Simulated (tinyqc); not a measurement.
MOSFET in saturation, small-signal circuit and noise: one step of the calculation.

Bias by the inversion coefficient IC = I/Ispec (charge-based model with velocity saturation; weak inversion below 0.1, strong above 10). Common-source circuit: gm, gds, Cgs, Cgd and Cj at the inner nodes, Rg in series with the gate; quasi-static, no source or drain resistance, no gate-body capacitance, no substrate network, no induced gate noise, so fmax is an upper estimate.

Task. Noise at the gate. Channel noise Sid = 4 kB T gam n gm with gam = (1/2 + (2/3) qs)/(1 + qs) + gw lc IC, qs = [sqrt(1 + 4 IC) - 1]/2, lc = Ls/L (the last term an empirical rise with velocity saturation); at the gate, white noise Sw = Sid/gm^2 + 4 kB T Rg. Number fluctuation with correlated mobility: S(f) = K/f, K = q^2 Vt lt Nt/(W L Cox^2) (1 + ac mu Cox I/gm)^2, Vt in eV with Nt per eV. Corner fc = K/Sw. Full shot noise would be 2 q I.

Parameters, values chosen for the exercise:
- T = 400 K (temperature)
- L = 130 nm (gate length)
- W = 10 um (total gate width)
- Cox = 1.57 uF/cm^2 (gate capacitance)
- mu = 160 cm^2/(V s) (mobility)
- n = 1.4 (slope factor)
- Ls = 20 nm (velocity-saturation length)
- IC = 14 (inversion coefficient)
- gw = 0.09 (short-channel excess of the noise factor)
- Nt = 2.4e17 cm^-3 eV^-1 (oxide trap density)
- lt = 0.1 nm (tunnelling length into the oxide)
- ac = 0 V s/C (Coulomb scattering coefficient)

Constants: q = 1.602176634e-19 C, kB = 1.380649e-23 J/K, Vt = kB T/q. Results are converted to the units shown.

I = 899.97016 uA
gm = 3.8168310 mS
Rg = 11.282051 ohm

Give: gam; Sid; Sid/(2 q I); sqrt(Sw); K; fc.

Result.

gam = 0.82153
Sid = 9.6974e-23 A^2/Hz
Sid/(2 q I) = 0.33627
sqrt(Sw) = 2.6279 nV/Hz^0.5
K = 6.6271e-11 V^2
fc = 9.5964 MHz

The gate resistance gives 3.6 % of the white noise power.

tinyqc, about 0.01 s, one thread, Intel Xeon 2.30GHz (shared host): `OMP_NUM_THREADS=1 python tinyqc.py 2150135 2150136 out.jsonl`
